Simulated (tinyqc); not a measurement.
Changing the fraction x of B: elastic strain and critical thickness of a cubic alloy layer A(1-x)B(x) on a thick substrate. Computed by tinyqc, a small Python program. Command: `OMP_NUM_THREADS=1 python tinyqc.py 3003336 3003337 out.jsonl misfit sweep`. One thread of a shared host (Intel(R) Xeon(R) Processor @ 2.30GHz), about 0.01 s of CPU time with the checks.

Strain is positive in tension. The layer is coherent with the substrate unless said otherwise.

Inputs (values chosen for the exercise, modelled on In(1-x)Ga(x)P on GaAs):

| quantity | value | unit |
|---|---|---|
| lattice constant a_A | 5.869 | angstrom |
| lattice constant a_B | 5.451 | angstrom |
| substrate lattice constant a_S | 5.653 | angstrom |
| layer thickness h | 25 | nm |
| X-ray wavelength | 1.540593 | angstrom |
| start of the iteration h0/b | 1000 | - |

Growth plane: (111). Layer: buried under a thick cap. Misfit dislocation: edge.

C11, C12, C44 of A (GPa): 102.6  56.23  45.91

C11, C12, C44 of B (GPa): 141.7  62.61  70.77

Method:
- a = (1 - x) a_A + x a_B, the same rule for each C_ij; misfit f = (a_S - a)/a, the in-plane strain of the coherent layer.
- (111): D = 2 (C11 + 2 C12 - 2 C44)/(C11 + 2 C12 + 4 C44), M = 6 C44 (C11 + 2 C12)/(C11 + 2 C12 + 4 C44). The free surface carries no normal stress, so e_perp = -D f; dV/V = 2 f + e_perp; stress = M f; energy per area = M f^2 h (1 GPa nm = 1 J/m^2).
- Reflection 111: d = a_perp/sqrt(3), with a_perp = a (1 + e_perp) for the coherent layer, a for the relaxed layer and a_S for the substrate; sin(theta) = lambda/(2 d).
- Voigt averages: G = (C11 - C12 + 3 C44)/5, B = (C11 + 2 C12)/3, nu = (3 B - 2 G)/(2 (3 B + G)); b = a/sqrt(2). Edge dislocation with b in the interface: cos alpha = 0, cos lambda = 1.
- Matthews-Blakeslee: h_c = A [ln(h_c/b) + 1], A = b (1 - nu cos^2 alpha)/(4 pi |f| (1 + nu) cos lambda), the factor 4 pi being that of a buried layer, with a dislocation at both interfaces.
- Start at h0, put the right side back in, and stop when the change is below 1e-9 h or h turns negative.

One run for each value:

| fraction x of B | misfit f | in-plane stress (GPa) | critical thickness h_c (Matthews-Blakeslee) (nm) | peak separation of the coherent layer (arcsec) | biaxial modulus M (GPa) |
|---|---|---|---|---|---|
| 0.04 | -0.034052 | -5.1409 | 1.92 | -2685.4 | 150.97 |
| 0.13 | -0.027802 | -4.3460 | 2.65 | -2176.7 | 156.32 |
| 0.22 | -0.021471 | -3.4700 | 3.88 | -1669.5 | 161.61 |
| 0.32 | -0.014339 | -2.4011 | 6.82 | -1107.0 | 167.45 |
| 0.41 | -0.007831 | -1.3522 | 15.04 | -601.0 | 172.66 |
| 0.50 | -0.001237 | -0.2199 | 141.12 | -94.4 | 177.84 |
| 0.59 | 0.005446 | 0.9965 | 23.67 | 413.3 | 182.98 |
| 0.68 | 0.012219 | 2.2983 | 8.38 | 922.6 | 188.09 |
| 0.78 | 0.019852 | 3.8463 | 4.30 | 1491.0 | 193.74 |
| 0.87 | 0.026821 | 5.3322 | 2.77 | 2005.3 | 198.80 |
| 0.96 | 0.033886 | 6.9074 | 1.91 | 2522.8 | 203.84 |

Over the rows, misfit f rises from -0.0341 to 0.0339; in-plane stress (GPa) rises from -5.14 to 6.91; critical thickness h_c (Matthews-Blakeslee) (nm) goes from 1.92 through a maximum among these rows, 141 at 0.500, to 1.91. The misfit changes sign between x = 0.50 and 0.59, where the layer is lattice matched and h_c grows without bound.

Caution (rows 0.0400, 0.130, 0.220, 0.870, 0.960): above about 2 % misfit, linear elasticity is rough and compressed layers tend to form islands before dislocations. Caution (all rows): an edge dislocation with b in the interface cannot reach it by glide, so the force balance is formal for it. Caution (rows 0.0400, 0.130, 0.960): a critical thickness of a few Burgers vectors is outside continuum elasticity and hangs on the core term.

Extremes, crossings and ranges named in words are read from the listed rows.
